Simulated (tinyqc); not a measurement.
Inside a calculation. Method: RKS/PBE0 in the sto-3g basis, for H4, spin multiplicity 1. Computed by tinyqc, a small Python program that keeps every step (integrals from PySCF). Settings: charge = 0, multiplicity = 1, basis = sto-3g, energy threshold = 1e-10, iteration cap = 79, orthogonalisation = symmetric, start = Wolfsberg-Helmholz matrix, DIIS depth = 0, method = RKS, functional = pbe0, grid = [40, 50]. Command: `OMP_NUM_THREADS=1 python tinyqc.py 23314 23315 out.jsonl` (the two numbers bound the seeds that draw the settings). One thread of a shared host (Intel(R) Xeon(R) Processor @ 2.60GHz), about 1 s of CPU time with the checks.

Geometry (angstrom):

| atom | x | y | z |
|---|---|---|---|
| H | 0.000000 | 0.000000 | 0.000000 |
| H | 0.000000 | 0.000000 | 1.128000 |
| H | 0.000000 | 0.000000 | 3.338000 |
| H | 0.000000 | 0.000000 | 4.467000 |

Stop when the energy changes by less than 1e-10 hartree and every element of the error matrix X^T (F D S - S D F) X is below 3e-06.

Course of the cycle:

| iteration | E (hartree) | change | largest element of the error matrix |
|---|---|---|---|
| 1 | -2.14748565 | - | 1.24e-01 |
| 2 | -2.15078932 | -3.30e-03 | 1.12e-01 |
| 3 | -2.15332282 | -2.53e-03 | 1.00e-01 |
| 4 | -2.15533800 | -2.02e-03 | 9.00e-02 |
| 5 | -2.15695111 | -1.61e-03 | 8.10e-02 |
| 6 | -2.15824423 | -1.29e-03 | 7.28e-02 |
| 7 | -2.15928523 | -1.04e-03 | 6.56e-02 |
| 8 | -2.16012373 | -8.38e-04 | 5.90e-02 |
| 9 | -2.16080118 | -6.77e-04 | 5.32e-02 |
| 10 | -2.16134857 | -5.47e-04 | 4.79e-02 |
| 11 | -2.16179186 | -4.43e-04 | 4.32e-02 |
| 12 | -2.16215077 | -3.59e-04 | 3.89e-02 |
| 13 | -2.16244187 | -2.91e-04 | 3.51e-02 |
| 14 | -2.16267788 | -2.36e-04 | 3.16e-02 |
| ... | ... | ... | ... |
| 66 | -2.16369913 | -4.98e-09 | 1.46e-04 |
| 67 | -2.16369913 | -4.05e-09 | 1.31e-04 |
| 68 | -2.16369913 | -3.29e-09 | 1.19e-04 |
| 69 | -2.16369914 | -2.68e-09 | 1.07e-04 |
| 70 | -2.16369914 | -2.18e-09 | 9.64e-05 |
| 71 | -2.16369914 | -1.77e-09 | 8.69e-05 |
| 72 | -2.16369914 | -1.44e-09 | 7.84e-05 |
| 73 | -2.16369914 | -1.17e-09 | 7.07e-05 |
| 74 | -2.16369914 | -9.52e-10 | 6.37e-05 |
| 75 | -2.16369914 | -7.74e-10 | 5.75e-05 |
| 76 | -2.16369915 | -6.30e-10 | 5.18e-05 |
| 77 | -2.16369915 | -5.12e-10 | 4.67e-05 |
| 78 | -2.16369915 | -4.16e-10 | 4.21e-05 |
| 79 | -2.16369915 | -3.39e-10 | 3.80e-05 |

Can the last value be used, and what does the course show?

Not by the stop rule, although the second column moves by less than 1e-07 over the last three steps. Not converged within the cap of 79 iterations: the residual falls steadily but slowly, by a factor of about 0.90 a step. Reruns (cap 100 unless said): DIIS 8: converged in 6; damping 0.5: converged in 29; level shift 0.5: converged in 15; atomic densities as start, DIIS 8: converged in 7; the original settings with a cap of 400: converged in 104. PySCF RKS in the same basis, fine grid = -2.16369918 hartree, which differs from a converged run on this coarse grid by the grid error.
